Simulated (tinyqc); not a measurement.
Which pair of peaks is best: composition and strain of an epitaxial Si(1-x)Ge(x) layer from Raman and X-ray peaks. Computed by tinyqc, a small Python program. Command: `OMP_NUM_THREADS=1 python tinyqc.py 3009515 3009516 out.jsonl epiraman walk`. One thread of a shared host (Intel(R) Xeon(R) Processor @ 2.30GHz), about 0.01 s of CPU time with the checks.

A (001) layer, biaxially strained in the plane. The Raman peaks follow empirical lines omega = w0 + c1 x + c3 x^3 + b eps (c3 for Si-Ge alone), with eps the in-plane strain.

Inputs (values chosen for the exercise, modelled on silicon-germanium):

| quantity | value | unit |
|---|---|---|
| Ge fraction x | 0.57 | - |
| Si-Si: c1 | -67.3 | 1/cm |
| Si-Si: strain coefficient b | -740 | 1/cm |
| Si-Ge: c1 | 25.4 | 1/cm |
| Si-Ge: c3 | -31.9 | 1/cm |
| Si-Ge: strain coefficient b | -545 | 1/cm |
| Ge-Ge: c1 | 19.6 | 1/cm |
| Ge-Ge: strain coefficient b | -458 | 1/cm |
| uncertainty of a Raman peak | 0.2 | 1/cm |

Substrate: germanium.

Method. For each pair invert J = [d omega/dx, d omega/d eps] at the true x. Independent errors of the given size in both peaks give sigma_x and sigma_eps = uncertainty x (norm of the rows of the inverse of J).

Error propagation:

| pair | det J | sigma_x | sigma_eps (per mille) |
|---|---|---|---|
| Si-Si and Si-Ge | 32.466 | 0.0056616 | 0.41607 |
| Si-Si and Ge-Ge | 45.3274 | 0.0038399 | 0.30929 |
| Si-Ge and Ge-Ge | 13.289 | 0.010714 | 0.30716 |

The pair Si-Si and Ge-Ge fixes x best (sigma_x = 0.0038) and Si-Ge and Ge-Ge worst (0.011), a factor 2.8. Strain moves all peaks the same way, so a good pair needs different ratios of composition slope to strain coefficient, best of opposite sign; the slopes here are -67.3, -5.7 and 19.6 per cm for Si-Si, Si-Ge and Ge-Ge. Errors in the coefficients themselves are not counted.

Extremes, crossings and ranges named in words are read from the listed rows.
